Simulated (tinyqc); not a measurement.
## Threshold of a short bulk MOSFET: charge sharing, barrier lowering, narrow width: effect of the body-source voltage

n-channel device on a p-type body, depletion approximation, full ionisation. Uniform doping N = Na. Vbi from Boltzmann statistics is rough for the degenerate source. Cox = eps0 eox/tox.

ni = sqrt(Nc Nv) exp(-Eg/(2 Vt)), Eg in volts; 2 pB = 2 Vt ln(N/ni); flat band Vfb - Vt ln(N/Na); Wd = sqrt(2 eps0 eps_r (2 pB - Vbs)/(q N)); body term q N Wd/Cox; long-channel VT0 = flat band + 2 pB + body term; Vbi = Vt ln(N Nsd/ni^2); scale length l = sqrt((eps_r/eox) tox Wd). Charge sharing (trapezoid; it ignores Vds): F = (xj/L)(sqrt(1 + 2 Wd/xj) - 1), lowering = body term times F. Barrier lowering: th = exp(-L/(2 l)) + 2 exp(-L/l), lowering = th [2 (Vbi - 2 pB) + Vds], DIBL = th. Narrow width: rise = body term times xw Wd/W. VT by each model = VT0 - lowering + rise. DIBL under 0.001 mV/V is printed as 0.

Parameters, values chosen for the exercise; band and dielectric values close to those of silicon: temperature T = 300 K; band gap Eg = 1.1 eV; relative permittivity eps_r = 11.8; conduction-band density of states at T Nc = 2.81e19 cm^-3; valence-band density of states at T Nv = 2.68e19 cm^-3; relative permittivity of the gate insulator (close to silicon dioxide) eox = 3.9; insulator thickness tox = 6.9 nm; channel doping Na = 5e17 cm^-3; source and drain doping Nsd = 1e20 cm^-3; flat-band voltage for the doping Na Vfb = -0.99 V; junction depth xj = 15 nm; drain-source voltage Vds = 1.2 V; gate width W = 380 nm; shape factor of the fringing depletion at the width edges xw = 1.5708; channel length L = 160 nm.

Constants: q = 1.602176634e-19 C, kB = 1.380649e-23 J/K, Vt = kB T/q, eps0 = 8.8541878128e-14 F/cm where lengths are in cm. Results are converted to the units shown.

The same in every row: N (cm^-3) = 5.000e17.

Results:

| Vbs (V) | VT0 (V) | L/l | F | DIBL (mV/V) | VT, charge sharing (V) | VT, barrier lowering (V) |
|---|---|---|---|---|---|---|
| 0 | 0.6754 | 5.041 | 0.1619 | 93.37 | 0.7045 | 0.6919 |
| -0.3 | 0.7958 | 4.689 | 0.1786 | 114.3 | 0.8423 | 0.8332 |
| -0.9 | 0.9976 | 4.234 | 0.2045 | 149.3 | 1.083 | 1.087 |
| -1.2 | 1.086 | 4.074 | 0.2151 | 164.5 | 1.192 | 1.204 |
| -1.5 | 1.168 | 3.940 | 0.2246 | 178.4 | 1.296 | 1.318 |
| -1.8 | 1.244 | 3.825 | 0.2334 | 191.3 | 1.396 | 1.427 |
| -2.1 | 1.317 | 3.725 | 0.2414 | 203.5 | 1.492 | 1.534 |

Estimate the missing row, Vbs = -0.6 V.

Computed row:

| Vbs (V) | VT0 (V) | L/l | F | DIBL (mV/V) | VT, charge sharing (V) | VT, barrier lowering (V) |
|---|---|---|---|---|---|---|
| -0.6 | 0.9018 | 4.433 | 0.1925 | 132.8 | 0.9672 | 0.9638 |

With this row back in the table: As Vbs goes from 0 to -2.1, VT0 rises from 0.675 to 1.32 V, DIBL rises from 93.4 to 203 mV/V, F rises from 0.162 to 0.241 and VT by barrier lowering rises from 0.692 to 1.53 V. The apparent body effect -dVT/dVbs between the first two rows is 0.471 by barrier lowering and 0.459 by charge sharing, against 0.401 for a long device.

tinyqc, about 0.01 s, one thread, Intel Xeon 2.30GHz (shared host): `OMP_NUM_THREADS=1 python tinyqc.py 2002054 2002055 out.jsonl`
